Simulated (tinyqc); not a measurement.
Switching kinetics of a ferroelectric film and the memory window of a ferroelectric gate stack: one step, computed by the program tinyqc. Command: `OMP_NUM_THREADS=1 python tinyqc.py 3022486 3022487 out.jsonl feswitch walk`. One thread of a shared host (Intel(R) Xeon(R) Processor @ 2.30GHz), about 0.02 s of CPU time with the checks.

Fields in MV/cm; 1 microcoulomb/cm^2 over eps_0 is 11.29409 MV/cm. In the stack (metal, ferroelectric, interlayer, channel) the channel is taken as a conductor.

Question. Memory window. Saturated branches: P(E) = P_s tanh[(E -/+ E_c)/(2 delta)], delta = E_c/ln[(1 + P_r/P_s)/(1 - P_r/P_s)]; D = P + eps_0 eps_F E. At threshold the channel charge is negligible, so D = 0 on each branch: (1 - s) P(E) + eps_0 eps_F E = 0, with the screened share s. The rising branch has the root E0 between 0 and E_c; window = 2 E0 t_F; its upper bound is 2 E_c t_F.

Inputs (values chosen for the exercise, for a model hafnia-based film): saturation polarisation P_s = 27 microcoulomb/cm^2; ratio P_r/P_s = 0.78; coercive field E_c = 1.2 MV/cm; permittivity of the ferroelectric eps_F = 32; thickness t_F = 14 nm; share s of P screened by trapped charge = 0.74.

delta = 0.5739592 MV/cm

Give: field E0; memory window; bound 2 E_c t_F; fixed-charge estimate 2 (1 - s) P_r t_F/(eps_0 eps_F).

Answer.

field E0 = 0.8103 MV/cm

memory window = 2.269 V

bound 2 E_c t_F = 3.36 V

fixed-charge estimate 2 (1 - s) P_r t_F/(eps_0 eps_F) = 5.411 V

Charge and coercive field both limit the window.
